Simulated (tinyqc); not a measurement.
Film and buried-oxide thickness from two coupling ratios.

Problem. In a depleted film -dVT/dVb is k1 = Cs Cbox/(Cox (Cs + Cbox)) for a front channel and k2 = Cbox (Cox + Cs)/(Cox Cs) for a back channel, with Cox = eps0 eox/tox, Cs = eps0 eps_r/ts, Cbox = 3.9 eps0/tb. Find ts and tb.

Inputs (values chosen for the exercise); band and dielectric values close to those of germanium: relative permittivity eps_r = 15.9; relative permittivity of the gate insulator (close to silicon dioxide) eox = 3.9; insulator thickness tox = 3.9 nm.

coupling ratios for a front and a back channel: 0.047202558  0.13845581

Solution. With y = Cox/Cs and z = Cox/Cbox, 1/k1 = y + z and k2 = (1 + y)/z, so y = (k2/k1 - 1)/(1 + k2); the thicknesses follow from y and z.

ts = 27.00 nm
tb = 76.00 nm

tinyqc, about 0.3 s, one thread, Intel Xeon 2.30GHz (shared host): `OMP_NUM_THREADS=1 python tinyqc.py 2190082 2190083 out.jsonl`
